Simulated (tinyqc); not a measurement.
Chemical vapour deposition: Grove model, boundary layer, depletion and step coverage: one step, computed by the program tinyqc. Command: `OMP_NUM_THREADS=1 python tinyqc.py 3004345 3004346 out.jsonl cvd walk`. One thread of a shared host (Intel(R) Xeon(R) Processor @ 2.30GHz), about 0.01 s of CPU time with the checks.

A precursor diffuses to the surface and reacts there at first order; each molecule that reacts adds one formula unit of film.

Problem. Growth rate at the inlet. Fluxes in series: C_s = C_g/(1 + k_s/h_g); growth rate G = k_s h_g/(k_s + h_g) C_g/N; 1 cm/s = 6e8 nm/min.

Inputs (values chosen for the exercise, close to those used for tungsten from its fluoride): temperature T = 460 C; film density N = 6.3e+22 formula units/cm^3; channel height b = 5.2 cm.

Reactor: horizontal, atmospheric.

surface rate constant k_s = 0.2067457 cm/s

mass-transfer coefficient h_g = 0.4978974 cm/s

precursor density C_g = 1.501518e+17 1/cm^3

Give: ratio k_s/h_g; C_s/C_g; growth rate G at the inlet.

Solution.

ratio k_s/h_g = 0.4152

C_s/C_g = 0.7066

growth rate G at the inlet = 208.9 nm/min

Reaction and transport resist to a similar degree. Caution: the boundary layer is capped at b/2, so U, L and nu no longer affect h_g.
